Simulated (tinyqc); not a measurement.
# Surface potential of a MOS transistor: implicit equation and explicit approximations: effects of single changes

p-type body, charge-sheet picture, depletion and inversion only, full ionisation (an idealisation for deep acceptors), Boltzmann statistics (rough once Na exp(x - xn) passes about Nc/7). In units of Vt: xg = (Vg - Vfb)/Vt, x = psi/Vt, G = gamma/sqrt(Vt), xn = (2 phiF + Vc)/Vt. The implicit equation is (xg - x)^2 = G^2 [x - 1 + exp(x - xn)] for x above about 3. Cox = eps0 eox/tox.

Values chosen for this exercise; band and dielectric values close to those of silicon: temperature T = 250 K; band gap Eg = 1.12 eV; relative permittivity eps_r = 11.9; conduction-band density of states at T Nc = 2.16e19 cm^-3; valence-band density of states at T Nv = 1.99e19 cm^-3; relative permittivity of the gate insulator (close to silicon nitride) eox = 7.4; insulator thickness tox = 28 nm; acceptor density Na = 1.3e16 cm^-3; flat-band voltage Vfb = -0.41 V; channel-body voltage Vc = 0.2 V; gate-body voltage Vg = 1.59 V.

Constants: q = 1.602176634e-19 C, kB = 1.380649e-23 J/K, Vt = kB T/q, eps0 = 8.8541878128e-14 F/cm where lengths are in cm. Results are converted to the units shown.

Each table varies one quantity; the others keep the values above.

## Accuracy of the approximations against gate voltage

ni = sqrt(Nc Nv) exp(-Eg/(2 Vt)), Eg in volts; phiF = Vt ln(Na/ni); gamma = sqrt(2 q eps0 eps_r Na)/Cox; VT = Vfb + Vt (xn + G sqrt(xn - 1)). Depletion value a = 1 + [sqrt(G^2/4 + xg - 1) - G/2]^2; inversion value b = xn + ln[(xg - xn)^2/G^2 - xn + 1] and first guess y = min(a, b) - ln(1 + exp(-|a - b|)) if a > xn + 1, else b = y = a; one second-order correction with D = exp(y - xn), p = 2 (xg - y) + G^2 (1 + D), w = (xg - y)^2 - G^2 (y - 1 + D): z = y + 2 w/(p + sqrt(p^2 - 2 (2 - G^2 D) w)), or the Newton step z = y + w/p where the root is not real. N_inv = (Cox Vt G/q) [sqrt(x - 1 + exp(x - xn)) - sqrt(x - 1)] at the root. Lambert form (Cox m Vt/q) W0[(G/(2 m sqrt(xn - 1))) exp((Vg - VT)/(m Vt))], m = 1 + G/(2 sqrt(xn - 1)). Errors under 1e-4 mV, and the linear form below VT, are printed as 0.

Accuracy of the approximations against gate voltage:
```
Vg (V)	psi (V)	x - xn	error of y (mV)	error of z (mV)	N_inv (cm^-2)	Cox (Vg - VT)/q (cm^-2)	Lambert form (cm^-2)
0.47	0.6547	-16.13	0	0	552.0	0	356.0
0.67	0.8261	-8.179	8.24e-4	0	1.393e6	0	1.199e6
0.87	0.9978	-0.2082	2.18	-3.70e-4	3.645e9	0	3.652e9
1.07	1.083	3.740	15.0	-2.76	1.541e11	2.883e11	1.599e11
1.27	1.109	4.932	9.99	-0.539	4.036e11	5.804e11	4.174e11
1.47	1.124	5.635	7.71	-0.220	6.706e11	8.725e11	6.914e11
1.67	1.135	6.144	6.40	-0.119	9.445e11	1.165e12	9.713e11
1.87	1.143	6.546	5.53	-0.0736	1.222e12	1.457e12	1.254e12
2.07	1.150	6.879	4.90	-0.0498	1.503e12	1.749e12	1.539e12
```

Read the table: what changes, and by how much?

psi rises from 0.655 to 1.15 V and ends 6.9 Vt above 2 phiF + Vc. Among the rows the first guess is off by at most 15 mV (at Vg = 1.07 V) and the corrected value by at most 2.8 mV. In the last row the linear form is 16 % above N_inv and the Lambert form 2.4 % above it; in the first row the Lambert form is 36 % below it. For Vg = 1.47, 1.67, 1.87, 2.07 the electron quasi-Fermi level lies less than 2 Vt below the band edge at the surface, or above it, where degeneracy and confinement, left out, matter.

## Effect of the insulator thickness at fixed gate voltage

Same model as above.

Effect of the insulator thickness at fixed gate voltage:
```
tox (nm)	psi (V)	x - xn	error of y (mV)	error of z (mV)	N_inv (cm^-2)	Cox (Vg - VT)/q (cm^-2)	Lambert form (cm^-2)
9.3	1.1780	8.1585	8.49	-0.315	3.1698e12	3.9779e12	3.3225e12
13	1.1640	7.5090	7.87	-0.240	2.1878e12	2.7292e12	2.2791e12
17	1.1526	6.9805	7.43	-0.197	1.5986e12	1.9907e12	1.6578e12
24	1.1376	6.2812	6.99	-0.159	1.0327e12	1.2906e12	1.0653e12
33	1.1228	5.5971	6.79	-0.143	6.5307e11	8.2695e11	6.7082e11
45	1.1069	4.8557	6.99	-0.156	3.8088e11	4.9723e11	3.8980e11
61	1.0874	3.9538	8.10	-0.251	1.8488e11	2.5940e11	1.8863e11
84	1.0519	2.3039	11.0	-0.614	4.1851e10	7.6250e10	4.2568e10
```

As tox goes from 9.3 to 84, psi falls from 1.18 to 1.05 V, x - xn falls from 8.16 to 2.30 and N_inv falls from 3.17e12 to 4.19e10 cm^-2. The Lambert form lies between 1.02 and 1.05 times N_inv. For tox = 9.3, 13, 17, 24, 33 the electron quasi-Fermi level lies less than 2 Vt below the band edge at the surface, or above it, where degeneracy and confinement, left out, matter.

Program tinyqc, `OMP_NUM_THREADS=1 python tinyqc.py 2122159 2122160 out.jsonl`; Intel Xeon 2.30GHz, shared host, one thread, about 0.01 s.
